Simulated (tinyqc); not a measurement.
Inside a calculation. Model: off-state leakage of single and stacked transistors.

tinyqc, about 0.03 s, one thread, Intel Xeon 2.30GHz (shared host): `OMP_NUM_THREADS=1 python tinyqc.py 2242194 2242195 out.jsonl` Printed values are rounded.

n-channel devices of unit width. Subthreshold current I(Vg, Vs, Vd) = I0 (T/300 K)^0.5 exp[(Vg - Vs - VT(T) - gb (Vs - Vb) + dd (Vd - Vs))/(nf Vt)] (1 - exp(-(Vd - Vs)/Vt)), VT(T) = VT - cT (T - 300 K). Gate-edge tunnelling Ig (Vd/1 V) exp(ag (Vd - 1 V)), for a gate at 0 V, and band-to-band leakage Ab u exp(-Bb/u), u = Vd - Vb + 1 V, flow at a drain held at V; both are taken as independent of T. In a stack of off transistors (all gates at 0 V) the same subthreshold current passes through each.

Inputs (values chosen for the exercise); values of the order met in bulk silicon logic transistors: temperature T = 378 K; supply voltage V = 0.9 V; threshold at 300 K, zero drain and body bias VT = 0.36 V; fall of the threshold with temperature cT = 0.8 mV/K; current at threshold at 300 K I0 = 0.15 uA/um; slope factor nf = 1.4; drain-induced lowering per volt dd = 0.05; rise of the threshold per volt of source-body bias gb = 0.24; gate-edge tunnelling current at 1 V Ig = 0.0004 uA/um; exponential slope of the gate current ag = 3 1/V; prefactor of band-to-band leakage at the drain Ab = 40 uA/(um V); its exponential voltage Bb = 21 V; body voltage Vb = -0.6 V.

Constants: q = 1.602176634e-19 C, kB = 1.380649e-23 J/K, Vt = kB T/q. Results are converted to the units shown.

## Leakage of one transistor

Vg = Vs = 0, Vd = V; effective threshold VT(T) - gb Vb - dd V.

effective threshold = 0.3966 V
parts (nA/um): subthreshold 0.02813843, gate edge 0.2666946, band-to-band 22.48673
total = 22.78157 nA/um
shares (%): subthreshold 0.1235140, gate edge 1.170659, band-to-band 98.70583

The band-to-band part is the largest.

## Starting value

Vx = dd V/(1 + gb + 2 dd), the solution for Vx well above Vt, rounded to three decimals.

Vx at the start = 0.034 V

## Iteration 1: new Vx

Stack of two, Vx the node between them: I_low = I(0, 0, Vx), I_up = I(0, Vx, V), f = ln(I_up/I_low), f' = -(1 + gb + 2 dd)/(nf Vt) - 1/(Vt (exp(Vx/Vt) - 1)) - 1/(Vt (exp((V - Vx)/Vt) - 1)), Vx(new) = Vx - f/f'.

I_low = 0.007053975 nA/um
I_up = 0.01075484 nA/um
f = 0.4217648
f' = -46.06904 1/V
Vx after iteration 1 = 0.04315506 V

## Iteration 2: new Vx

As before.

I_low = 0.008073943 nA/um
I_up = 0.008301040 nA/um
f = 0.02773890
f' = -40.50064 1/V
Vx after iteration 2 = 0.04383996 V

## Course of the iteration

Stop when the step is below 1e-11 V, or after 40 iterations.

Course of the iteration:
```
iteration	Vx before the step (V)	step (V)
1	0.034	9.16e-3
2	0.04315506	6.85e-4
3	0.04383996	2.68e-6
4	0.04384264	4.01e-11
5	0.04384264	< 1e-15
```

Converged in 5 iterations. The subthreshold current of the stack is 0.008141 nA/um, 3.46 times less than that of one transistor (the drain leakage is unchanged); the estimate exp[dd V (1 + gb + dd)/((1 + gb + 2 dd) nf Vt)] gives 2.59.
